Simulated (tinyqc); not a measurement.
## Germanium share from the critical thickness

Question. Critical thickness (Matthews-Blakeslee, 60-degree dislocations): h = bv (1 - nu/4)[ln(h/bv) + 1]/(4 pi e_par (1 + nu)), nu = c12/(c11 + c12). e_par = b1 x. Find e_par and x.

Values chosen for this exercise: lattice mismatch per unit x b1 = 0.0418; elastic constant c11 = 166 GPa; elastic constant c12 = 62.2 GPa; Burgers vector bv = 0.384 nm.

critical thickness = 11.131942 nm

Answer. For given h the relation is explicit in the strain.

e_par = 0.8778 %
x = 0.2100

Computed by the program tinyqc: `OMP_NUM_THREADS=1 python tinyqc.py 2530042 2530043 out.jsonl`, one thread of a shared Intel Xeon 2.30GHz, about 0.01 s for the whole run.
